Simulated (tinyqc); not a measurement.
Inside a calculation. Model: threshold of a short bulk MOSFET: charge sharing, barrier lowering, narrow width.

tinyqc, about 0.01 s, one thread, Intel Xeon 2.30GHz (shared host): `OMP_NUM_THREADS=1 python tinyqc.py 2002037 2002038 out.jsonl` Printed values are rounded.

n-channel device on a p-type body, depletion approximation, full ionisation. Uniform doping N = Na. Vbi from Boltzmann statistics is rough for the degenerate source. Cox = eps0 eox/tox.

Values chosen for this exercise; band and dielectric values close to those of silicon:
- T = 300 K (temperature)
- Eg = 1.11 eV (band gap)
- eps_r = 11.9 (relative permittivity)
- Nc = 2.79e19 cm^-3 (conduction-band density of states at T)
- Nv = 2.65e19 cm^-3 (valence-band density of states at T)
- eox = 7.43 (relative permittivity of the gate insulator (close to silicon nitride))
- tox = 8.6 nm (insulator thickness)
- Na = 6.8e17 cm^-3 (channel doping)
- Nsd = 1e20 cm^-3 (source and drain doping)
- Vfb = -0.8 V (flat-band voltage for the doping Na)
- xj = 11 nm (junction depth)
- Vbs = 0 V (body-source voltage)
- Vds = 0.05 V (drain-source voltage)
- W = 500 nm (gate width)
- xw = 1.5708 (shape factor of the fringing depletion at the width edges)
- L = 220 nm (channel length)

Constants: q = 1.602176634e-19 C, kB = 1.380649e-23 J/K, Vt = kB T/q, eps0 = 8.8541878128e-14 F/cm where lengths are in cm. Results are converted to the units shown.

## Long-channel threshold and scales

ni = sqrt(Nc Nv) exp(-Eg/(2 Vt)), Eg in volts; 2 pB = 2 Vt ln(N/ni); flat band Vfb - Vt ln(N/Na); Wd = sqrt(2 eps0 eps_r (2 pB - Vbs)/(q N)); body term q N Wd/Cox; long-channel VT0 = flat band + 2 pB + body term; Vbi = Vt ln(N Nsd/ni^2); scale length l = sqrt((eps_r/eox) tox Wd).

N = 6.8e17 cm^-3
2 pB = 0.919287 V
flat band = -0.8 V
Wd = 42.1676 nm
body term = 0.600564 V
VT0 = 0.719851 V
Vbi = 1.04831 V
l = 24.1000 nm

## Short-channel and narrow-width shifts

Charge sharing (trapezoid; it ignores Vds): F = (xj/L)(sqrt(1 + 2 Wd/xj) - 1), lowering = body term times F. Barrier lowering: th = exp(-L/(2 l)) + 2 exp(-L/l), lowering = th [2 (Vbi - 2 pB) + Vds], DIBL = th. Narrow width: rise = body term times xw Wd/W. VT by each model = VT0 - lowering + rise.

F = 0.0971974
lowering by charge sharing = 58.3733 mV
th = 0.0106341
lowering of the barrier = 3.27580 mV
DIBL = 10.6341 mV/V
narrow-width rise = 79.5589 mV
VT, charge sharing = 0.741037 V
VT, barrier lowering = 0.796134 V

L is 9.13 scale lengths. The charge-sharing lowering is 17.8 times the barrier lowering; the first falls off as 1/L and the second exponentially. Both describe the same loss of gate control, so they are alternatives and are not added.
